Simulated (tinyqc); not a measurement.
Inside a calculation. Model: concentration-dependent dopant diffusion with charged defects and the built-in field. Computed by tinyqc, a small Python program that keeps every step. Command: `OMP_NUM_THREADS=1 python tinyqc.py 3026535 3026536 out.jsonl extrinsic walk`. One thread of a shared host (Intel(R) Xeon(R) Processor @ 2.30GHz), about 0.06 s of CPU time with the checks. Intermediate numbers are printed to about 6 digits and carried at full precision; extremes and crossings named in words are read from the listed rows.

A constant source C_s feeds a half space. The dopant moves through neutral point defects and through charged ones, whose number grows with the majority carrier density n.

Inputs (values chosen for the exercise, modelled on arsenic in silicon): neutral prefactor D0x = 0.0111 cm^2/s; neutral activation energy E0 = 3.42 eV; singly charged prefactor D01 = 31.6 cm^2/s; activation energy E1 = 4.15 eV; surface concentration C_s = 4e+19 1/cm^3; junction level C_B = 2.9e+16 1/cm^3; temperature T = 925 C; time t = 6200 s.

Field enhancement: on.

Constants: k_B = 8.617333262e-05 eV/K.

## Intrinsic density and partial diffusivities

n_i = 3.87e16 T^1.5 exp(-7014/T) per cm^3 (T in kelvin, an empirical form); each D = prefactor x exp(-E/(k_B T)); the intrinsic diffusivity D_i is their sum. Temperatures in kelvin are T(C) + 273.15.

n_i = 4.60370e+18 1/cm^3

partial diffusivities (cm^2/s): Dx 4.56854e-17, D1 1.10546e-16

intrinsic diffusivity D_i = 1.56231e-16 cm^2/s

## Diffusivity at the surface

n = C/2 + sqrt(C^2/4 + n_i^2); D(C) = h [Dx + D1 (n/n_i)], h = 1 + C/sqrt(C^2 + 4 n_i^2).

n/n_i = 8.80227

field factor h = 1.97452

surface diffusivity D_s = 2.01152e-15 cm^2/s

enhancement D_s/D_i = 12.8753

C_s is 8.69 times n_i: diffusion is extrinsic near the surface. At such a C_s dopants can cluster or exceed their solubility, which the model leaves out.

## Similarity solution

With y = x/sqrt(D_s t), u = C/C_s and q = -(D/D_s) du/dy: du/dy = -q D_s/D, dq/dy = -(y/2) q D_s/D, u(0) = 1. The surface flux q(0) is shot so that u tends to 0 (LSODA, an adaptive multistep solver, relative tolerance 1e-10). Dose Q = 2 q(0) C_s sqrt(D_s t). The junction lies where C = C_B.

surface flux q(0) = 0.450893

dose Q = 1.27386e+14 1/cm^2

junction in units of sqrt(D_s t) = 2.01835

junction depth x_j = 71.2777 nm

For a constant D, q(0) = 1/sqrt(pi) = 0.5642; for D proportional to C it tends to 0.444, with the front at y = 1.616. Caution: at such concentrations dopants can cluster or exceed their solubility; the active fraction and the diffusivity then fall below the model.

## Where the concentration falls to given levels

For comparison, erfc profiles with a constant D: x = 2 sqrt(D t) erfc^-1(C/C_s), with D = D_i and D = D_s.

Depth (nm):
```
C/C_s        D/D_s     full  erfc with D_i  erfc with D_s
8.00e-01  0.808837  14.3838         3.5262         12.653
5.00e-01  0.521944  32.5807         9.3879         33.686
2.00e-01  0.237229  48.6962        17.8374         64.004
1.00e-01  0.148943  54.3785        22.8940         82.149
3.00e-02  0.096319  60.1130        30.2046        108.380
1.00e-02  0.083585  63.8503        35.8519        128.644
1.00e-03  0.078246  70.4237        45.7995        164.338
1.00e-04  0.077726  76.3214        54.1515        194.307
```

The depth between C/C_s = 0.1 and 1e-4 spans 21.9 nm in the full profile, against 31.3 nm for D_i and 112 nm for D_s; the ratio of the depths at 1e-4 and at 0.5 is 2.34, against 5.77 for any erfc. The profile is box-like: fast diffusion in the heavily doped part feeds a front that moves slowly where D drops to D_i. Caution: at such a C_s dopants can cluster or exceed their solubility, which the model leaves out.

Checks made by the program: dose from the flux against the area under the profile (relative difference 3e-08).
